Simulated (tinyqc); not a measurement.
Low-temperature mobility of a two-dimensional electron gas with static screening. Changing the depletion charge N_d. Computed by tinyqc, a small Python program. Command: `OMP_NUM_THREADS=1 python tinyqc.py 3030341 3030342 out.jsonl twodeg sweep`. One thread of a shared host (Intel(R) Xeon(R) Processor @ 2.30GHz), about 0.05 s of CPU time with the checks.

One subband is filled, the gas is degenerate and scatters at the Fermi circle; one permittivity serves on both sides of the interface. All formulas are in SI units, masses times m_0. Piezoelectric and polar phonons are left out, and n_s is taken as set by a gate, independent of N_i.

Inputs (values chosen for the exercise, modelled on an InAs channel):
```
quantity,value,unit
in-plane mass m,0.0308,m_0
mass across the layer m_z,0.0298,m_0
permittivity eps,15.1,-
valley degeneracy g_v,1,-
sheet density n_s,2.8e+12,1/cm^2
roughness height Delta,0.4,nm
correlation length Lambda,6.6,nm
remote charge density N_i,2.4e+10,1/cm^2
distance d of the charges from the interface,2.8,nm
density rho,5680,kg/m^3
sound velocity v_l,4270,m/s
deformation potential D_A,7.4,eV
temperature T,10,K
```

Wave function: Fang-Howard. Roughness spectrum: Gaussian.

Constants: m_0 = 9.1093837015e-31 kg; e = 1.602176634e-19 C; eps_0 = 8.8541878128e-12 F/m; hbar = 1.054571817e-34 J s; k_B = 1.380649e-23 J/K.

Method:
- k_F = sqrt(2 pi n_s/g_v); E_F = hbar^2 k_F^2/(2 m); q_TF = g_v m e^2/(2 pi eps eps_0 hbar^2); Fang-Howard parameter b = [12 m_z e^2 (N_d + 11 n_s/32)/(eps eps_0 hbar^2)]^(1/3), mean depth 3/b; effective field F = e (N_d + n_s/2)/(eps eps_0).
- Form factors with u = q/b: screening G(q) = [1 + 9u/8 + 3u^2/8]/(1 + u)^3, remote charge P(q) = exp(-q d)/(1 + u)^3. Dielectric function eps(q) = 1 + q_TF G(q)/q, with q = 2 k_F sin(theta/2).
- Roughness: <|U|^2> = (e F)^2 S(q), S = pi Delta^2 Lambda^2 exp(-q^2 Lambda^2/4).
- 1/tau_t = (m/(pi hbar^3)) int_0^pi (1 - cos theta) <|U|^2>/eps(q)^2 dtheta; the quantum rate 1/tau_q drops the factor (1 - cos theta); 200 Gauss-Legendre points in s with theta = pi s^2, s from 0 to 1; mu = e tau_t/m.
- Remote charges: <|U|^2> = N_i [e^2 P(q)/(2 eps eps_0 q)]^2.
- Unscreened deformation potential in equipartition: 1/tau = m D_A^2 k_B T I/(rho v_l^2 hbar^3), I = int |psi|^4 dz = 3 b/16 for the Fang-Howard function (used for both wave-function options); mu = e tau/m. Bloch-Grueneisen temperature T_BG = 2 hbar v_l k_F/k_B.
- At the Fermi circle the rates add, so 1/mu is the sum; sheet resistance 1/(n_s e mu); mean free path hbar k_F mu/e; the quantum time adds the rates 1/tau_q, with the isotropic acoustic rate e/(m mu).

One run for each value:
```
depletion charge N_d (1/cm^2),roughness mobility (cm^2/(V s)),mean depth (nm),acoustic mobility (cm^2/(V s)),effective field F (MV/cm),mobility mu (cm^2/(V s)),remote-charge mobility (cm^2/(V s))
1.00e+10,5.9272e+05,7.9034,1.7897e+07,0.16897,5.6671e+05,4.6404e+07
2.30e+10,5.8220e+05,7.8685,1.7818e+07,0.17053,5.5698e+05,4.6178e+07
5.10e+10,5.6049e+05,7.7954,1.7653e+07,0.17388,5.3686e+05,4.5705e+07
1.20e+11,5.1193e+05,7.6261,1.7269e+07,0.18215,4.9171e+05,4.4618e+07
2.60e+11,4.3104e+05,7.3231,1.6583e+07,0.19893,4.1603e+05,4.2699e+07
5.90e+11,3.0245e+05,6.7624,1.5313e+07,0.23847,2.9437e+05,3.9238e+07
1.30e+12,1.6649e+05,5.9646,1.3507e+07,0.32356,1.6369e+05,3.4518e+07
3.00e+12,6.3944e+04,4.9483,1.1205e+07,0.52728,6.3441e+04,2.8849e+07
```

Over the rows, roughness mobility (cm^2/(V s)) falls from 593000 to 63900 (exponent d ln y / d ln x -0.021 between the first rows and -1.1 between the last); mean depth (nm) falls from 7.90 to 4.95 (exponent d ln y / d ln x -0.0053 between the first rows and -0.22 between the last); acoustic mobility (cm^2/(V s)) falls from 1.79e7 to 1.12e7 (exponent d ln y / d ln x -0.0053 between the first rows and -0.22 between the last). Depletion charge adds to the field in full, the gas itself by half; it thins the layer, which raises int |psi|^4 dz and with it the phonon rate.

Caution (all rows): E_F exceeds 100 meV in a band of small mass, where non-parabolicity and upper valleys, left out here, matter. Caution (all rows): E_F exceeds 1.1 (hbar^2 e^2 F^2/2 m_z)^(1/3), of the order of the first subband spacing (1.75 times that in a triangular well, less with self-consistent band bending), so a second subband may fill. Caution (all rows): T is below the Bloch-Grueneisen temperature T_BG, so equipartition fails: the acoustic mobility is only a lower bound and the acoustic share of 1/mu is overstated.
